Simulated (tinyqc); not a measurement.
Telling the models apart: thermal, flicker and telegraph noise of a field-effect transistor. Computed by tinyqc, a small Python program. Command: `OMP_NUM_THREADS=1 python tinyqc.py 3031244 3031245 out.jsonl noise walk`. One thread of a shared host (Intel(R) Xeon(R) Processor @ 2.30GHz), about 0.01 s of CPU time with the checks.

Strong inversion, threshold roll-off and channel-length modulation left out; noise sources are uncorrelated and are given as one-sided spectral densities.

Inputs (values chosen for the exercise, modelled on a silicon n-channel):
```
quantity                        value         unit
width W                           1.5   micrometre
length L                          180           nm
electrical oxide thickness t      2.2           nm
mobility mu                       280   cm^2/(V s)
saturation velocity v_s          0.95     1e7 cm/s
oxide trap density N_t        2.3e+18  1/(eV cm^3)
oxide barrier phi                 2.2           eV
oxide mass m_ox                  0.38          m_0
Hooge parameter alpha_H       3.8e-06            -
frequency f                       300           Hz
temperature T                     200            K
```

Operating region: saturation. Flicker model: Hooge.

Constants: eps_0 = 8.8541878128e-12 F/m; hbar = 1.054571817e-34 J s; m_0 = 9.1093837015e-31 kg; e = 1.602176634e-19 C; k_B = 8.617333262e-05 eV/K.

Method. C_ox = 3.9 eps_0/t; V_c = 2 v_s L/mu; I = W C_ox v_s V_ov^2/(V_ov + V_c); g_m = W C_ox v_s V_ov (V_ov + 2 V_c)/(V_ov + V_c)^2; g_d0 = mu C_ox (W/L) V_ov. Tunnelling length lambda = hbar/(2 sqrt(2 m_ox phi)); flat-band noise S_Vfb = e^2 k_B T lambda N_t/(W L C_ox^2 f). Hooge: S_I = I^2 alpha_H/(f N), N = W L C_ox V_ov/e (the source-end density).

Against the overdrive:
```
V_ov (V)  I (microampere)  (g_m/I)^2 (1/V^2)  S_I/I^2 (1/Hz)  S_I/g_m^2 (V^2/Hz)
0.20                 62.9             86.425      2.3944e-12          2.7705e-14
0.25                 95.0             53.588      1.9155e-12          3.5745e-14
0.32                148.6             31.374      1.4965e-12          4.7698e-14
0.40                220.7             19.213      1.1972e-12          6.2311e-14
0.50                324.8             11.690      9.5774e-13          8.1927e-14
0.63                479.5              6.940      7.6011e-13          1.0952e-13
0.80                708.2              4.021      5.9859e-13          1.4886e-13
1.00               1006.9              2.402      4.7887e-13          1.9936e-13
```

What does the comparison show, and why?

S_I/I^2 falls as V_ov^-1.00 at first and V_ov^-1.00 at the end; (g_m/I)^2 as V_ov^-2.14 and V_ov^-2.31. S_I/I^2 follows 1/N, so the input-referred noise rises by a factor 7.20, roughly as V_ov.
